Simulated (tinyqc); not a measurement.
Two mixing rules: virtual-crystal alloy in the empirical-pseudopotential method.

Empirical pseudopotential on the fcc lattice, atoms at +/- tau, tau = a (1,1,1)/8, no spin-orbit coupling. H(G,G') = c (2 pi/a)^2 |k + G|^2 delta + VS(q) cos(q.tau) + i VA(q) sin(q.tau), q = G - G', c = hbar^2/2m0; k and G in units of 2 pi/a; VS at |q|^2 = 3, 8, 11 and VA at 3, 4, 11, in rydberg, zero elsewhere. At each k the basis holds all G with |k + G|^2 up to 16; energies are counted from the fourth level at Gamma.

Virtual crystal A(1-x)B(x): a = (1 - x) a_A + x a_B. Rule linear: V = (1 - x) V_A + x V_B. Rule volume: V = [(1 - x) a_A^3 V_A + x a_B^3 V_B]/a^3, since a form factor is an atomic potential divided by the cell volume.

Constants: hbar^2/2m0 = 3.80998211 eV angstrom^2; Ry = 13.60569312 eV.

Parameters, chosen for this exercise (classic local form factors of the size used for Si (A) and Ge (B), which place X and L only to a few tenths of an eV; the results hold for these values, not for the real material): a = (5.421, 5.651) angstrom (lattice constants of A, B); VSA = (-0.207, 0.041, 0.078) Ry (symmetric form factors of A); VAA = (0, 0, 0) Ry (antisymmetric form factors of A); VSB = (-0.227, 0.01, 0.06) Ry (symmetric form factors of B); VAB = (0, 0, 0) Ry (antisymmetric form factors of B).

Gaps from the valence top to the fifth band at Gamma, at L = (1/2,1/2,1/2) and at the lowest of k = (f,0,0), f = 0.70, 0.75, ..., 1.00. Both rules agree at the ends.

Gaps (eV):

| x | Gamma, linear | Delta/X, linear | L, linear | Gamma, volume | Delta/X, volume | L, volume |
|---|---|---|---|---|---|---|
| 0.25 | 3.273 | 0.706 | 1.548 | 3.214 | 0.707 | 1.526 |
| 0.50 | 2.624 | 0.777 | 1.339 | 2.544 | 0.778 | 1.309 |
| 0.75 | 1.956 | 0.844 | 1.120 | 1.896 | 0.845 | 1.097 |

What does the comparison show?

At x = 0.5 the volume rule moves Gamma by -80 meV, Delta/X by +1 meV and L by -30 meV, that is the bowing by -4 times these; the lattice constants differ by 4.2 %, and the rules would coincide for equal ones.

Run: tinyqc, `OMP_NUM_THREADS=1 python tinyqc.py 1050939 1050940 out.jsonl`; Intel(R) Xeon(R) Processor @ 2.30GHz, one thread, shared host; about 0.2 s of CPU time with all checks.
